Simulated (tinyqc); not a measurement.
# Polarisation charge from two barrier thicknesses

Question. VT = phiB - dEc - q sigma d/(eps0 eps_r). Find sigma, phiB - dEc and the thickness at which VT = 0.

Inputs (values chosen for the exercise):
```
symbol,value,unit,meaning
eps_r,9.3,,relative permittivity of barrier and channel
```

Constants: q = 1.602176634e-19 C, eps0 = 8.8541878128e-14 F/cm where lengths are in cm. Results are converted to the units shown.

VT for d = 15 and 21 nm (V): -2.2727575  -3.5149005

Solution. VT is linear in d.

sigma = 1.06e13 cm^-2
phiB - dEc = 0.833 V
thickness for VT = 0 = 4.02 nm

Numbers from tinyqc (`OMP_NUM_THREADS=1 python tinyqc.py 2570134 2570135 out.jsonl`; about 0.04 s on one thread of a shared Intel Xeon 2.30GHz).
